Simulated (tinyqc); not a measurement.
# Inputs raised by 5 %, one at a time

Model: polytypes and stacking faults of a tetrahedral semiconductor in an axial Ising model with couplings up to third neighbours. Computed by tinyqc, a small Python program. Command: `OMP_NUM_THREADS=1 python tinyqc.py 3019789 3019790 out.jsonl polytype sens`. One thread of a shared host (Intel(R) Xeon(R) Processor @ 2.30GHz), about 0.03 s of CPU time with the checks.

Each double layer has s = +1 or -1 for the sense of its stacking step; E per pair of atoms = E0 - sum_n J_n <s_i s_(i+n)>, n = 1, 2, 3. Hexagonality h = (1 - <s_i s_(i+1)>)/2.

Inputs (values chosen for the exercise, of the order of those of ZnS for J, a, G and the gaps):
```
quantity                                    value      unit
J1                                           1.88  meV/pair
J2                                        -0.0713  meV/pair
J3                                           0.05  meV/pair
basal lattice constant a                     3.82  angstrom
shear modulus G                                34       GPa
Poisson ratio nu                             0.21         -
binding energy of the fault level E_b       0.059        eV
in-plane mass m                              0.34        m0
effective density of states N_c at 300 K  3.2e+19    1/cm^3
electron density n                        2.4e+19    1/cm^3
temperature T                                 850         K
```

Host polytype: 3C.

fault coefficients k_n:
```
               J1  J2  J3
intrinsic       4   4   4
extrinsic       4   8   8
twin boundary   2   4   6
```

Constants: 1 eV/angstrom^2 = 16.02176634 J/m^2; m_0 = 9.1093837015e-31 kg; hbar = 1.054571817e-34 J s; k_B = 1.380649e-23 J/K; k_B = 8.617333262e-05 eV/K.

Method:
- Faults in 3C: the sequences intrinsic (-), extrinsic (--), twin boundary (+ turns to -) are put between perfect repeats; k_n = (layers x C_n of the host) - sum_i s_i s_(i+n). gamma = sum k_n J_n/A, A = (sqrt 3/2) a^2; 1 meV/angstrom^2 = 16.02177 mJ/m^2.
- Screw line, bounded by the intrinsic fault of energy gamma: b = a, partials b_p = a/sqrt 3; d = G b_p^2 (2 - 3 nu)/(8 pi gamma (1 - nu)). One partial is driven off by the shear stress gamma/b_p along its Burgers vector.
- The fault binds electrons in a two-dimensional band E_b below the conduction edge, g2 = m m0/(pi hbar^2) for one valley. With the Fermi level held by the bulk, eta = ln[n/N_c(T)], N_c(T) = N_c (T/300)^1.5, the grand potential falls by g2 (k_B T)^2 F1(x), x = eta + E_b/(k_B T), F1(x) = integral from 0 to infinity of ln(1 + exp(x - t)) dt; sheet density g2 k_B T ln(1 + e^x). Band bending by the trapped charge is left out, so the gain is an upper bound.
- Net fault energy = gamma of the intrinsic fault less the electronic gain.

Runs; columns: (1) input moved; (2) from; (3) to; (4) energy of the glide fault, intrinsic (mJ/m^2); (5) splitting width d (nm); (6) electronic gain (mJ/m^2); (7) sheet density (1/cm^2):
```
(1)                                                    (2)        (3)    (4)    (5)     (6)        (7)
base run                                                 -          -  9.426  12.11  0.3968  3.137e+12
J1 (meV/pair)                                         1.88      1.974  9.903  11.52  0.3968  3.137e+12
J2 (meV/pair)                                      -0.0713  -0.074865  9.408  12.13  0.3968  3.137e+12
J3 (meV/pair)                                         0.05     0.0525  9.439  12.09  0.3968  3.137e+12
basal lattice constant a (angstrom)                   3.82      4.011  8.550  14.72  0.3968  3.137e+12
binding energy of the fault level E_b (eV)           0.059    0.06195  9.426  12.11  0.4119  3.247e+12
in-plane mass m (m0)                                  0.34      0.357  9.426  12.11  0.4166  3.294e+12
effective density of states N_c at 300 K (1/cm^3)  3.2e+19   3.36e+19  9.426  12.11  0.3792  3.007e+12
```

Exponents ln(y'/y) / ln(x'/x):
```
input                                     energy of the glide fault, intrinsic  splitting width d  electronic gain  sheet density
J1                                                                       1.011             -1.011            0.000          0.000
J2                                                                      -0.039              0.039            0.000          0.000
J3                                                                       0.028             -0.028            0.000          0.000
basal lattice constant a                                                -2.000              4.000            0.000          0.000
binding energy of the fault level E_b                                    0.000              0.000            0.765          0.711
in-plane mass m                                                          0.000              0.000            1.000          1.000
effective density of states N_c at 300 K                                 0.000              0.000           -0.929         -0.866
```

To which inputs is each result most sensitive?

Among the inputs moved here: energy of the glide fault, intrinsic answers most in size to basal lattice constant a (exponent -2.000), next to J1 (+1.011); its exponent is below 0.0005 for binding energy of the fault level E_b, in-plane mass m, effective density of states N_c at 300 K. Its exponent -2.000 in basal lattice constant a: energy per area of the basal cell. Splitting width d answers most in size to basal lattice constant a (exponent +4.000), next to J1 (-1.011); its exponent is below 0.0005 for binding energy of the fault level E_b, in-plane mass m, effective density of states N_c at 300 K. electronic gain answers most in size to in-plane mass m (exponent +1.000), next to effective density of states N_c at 300 K (-0.929); its exponent is below 0.0005 for J1, J2, J3, basal lattice constant a. Its exponent +1.000 in in-plane mass m: the two-dimensional density of states. Sheet density answers most in size to in-plane mass m (exponent +1.000), next to effective density of states N_c at 300 K (-0.866); its exponent is below 0.0005 for J1, J2, J3, basal lattice constant a.
